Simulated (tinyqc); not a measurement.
Millisecond and nanosecond annealing: surface heating, thermal budget and solid-phase regrowth. Changing the preheat temperature T0. Computed by tinyqc, a small Python program. Command: `OMP_NUM_THREADS=1 python tinyqc.py 3017147 3017148 out.jsonl flash sweep`. One thread of a shared host (Intel(R) Xeon(R) Processor @ 2.30GHz), about 0.03 s of CPU time with the checks.

A square pulse heats the surface of a thick wafer with constant thermal properties; losses by radiation are neglected and silicon melts at 1414 C.

Inputs (values chosen for the exercise, modelled on hot silicon with boron):

| quantity | value | unit |
|---|---|---|
| incident fluence | 119 | J/cm^2 |
| pulse length t_p | 0.014 | s |
| reflectance R | 0.33 | - |
| thermal conductivity k | 0.28 | W/(cm K) |
| heat capacity per volume c | 2.1 | J/(cm^3 K) |
| wafer thickness d | 775 | um |
| dopant prefactor D0 | 0.807 | cm^2/s |
| dopant activation energy E | 3.51 | eV |
| regrowth prefactor v0 | 4.8e+08 | cm/s |
| regrowth energy E_v | 2.69 | eV |

Source: flash lamp.

Constants: k_B = 8.617333262e-05 eV/K.

Method:
- Absorbed flux q = (1 - R) fluence/t_p; kappa = k/c. With f(z, t) = (2 q/k) sqrt(kappa t) ierfc(z/(2 sqrt(kappa t))), ierfc(x) = exp(-x^2)/sqrt(pi) - x erfc(x): T = T0 + f(z, t) during the pulse and T0 + f(z, t) - f(z, t - t_p) after it.
- At the surface the rise at the end of the pulse is 2 q sqrt(t_p/(pi k c)); the fluence that just melts the surface scales with (1414 - T0).
- Temperatures in kelvin are T(C) + 273.15.
- Integrate exp(-E/(k_B T(t))) at the surface from 0 to 10 t_p (Gauss-Legendre, 60 points in sqrt(t) up to t_p and 60 in sqrt(t - t_p) after it). (Dt) = D0 x integral with E; regrowth = v0 x integral with E_v; effective time = integral/exp(-E/(k_B T_peak)).

One run for each value:

| preheat temperature T0 (C) | peak temperature (C) | diffusion length 2 sqrt(Dt) (nm) | effective time over t_p | fluence at the melting threshold (J/cm^2) |
|---|---|---|---|---|
| 120 | 1111.6 | 0.2608 | 0.08963 | 155.29 |
| 160 | 1151.6 | 0.4053 | 0.09480 | 150.49 |
| 200 | 1191.6 | 0.6155 | 0.10011 | 145.69 |
| 240 | 1231.6 | 0.9147 | 0.10557 | 140.89 |
| 280 | 1271.6 | 1.3327 | 0.11118 | 136.09 |
| 320 | 1311.6 | 1.9064 | 0.11695 | 131.29 |
| 360 | 1351.6 | 2.6814 | 0.12287 | 126.49 |
| 400 | 1391.6 | 3.7124 | 0.12895 | 121.69 |

Describe and explain the trends.

Over the rows, peak temperature (C) rises from 1110 to 1390; diffusion length 2 sqrt(Dt) (nm) rises from 0.261 to 3.71; effective time over t_p rises from 0.0896 to 0.129. At fixed fluence the rise is fixed, so the peak follows T0 one to one and the diffusion length follows it exponentially. Left out: 440 (the surface melts).

Caution (rows 120, 160, 200, 240, 280): cold silicon conducts heat several times better than the constant k used here, so the real melting fluence is higher. Caution (all rows): heat reaches the back of the wafer, which is no longer thick. Caution (all rows): equilibrium diffusivities are used; implant damage enhances diffusion, and k and c vary with temperature.

Extremes, crossings and ranges named in words are read from the listed rows.
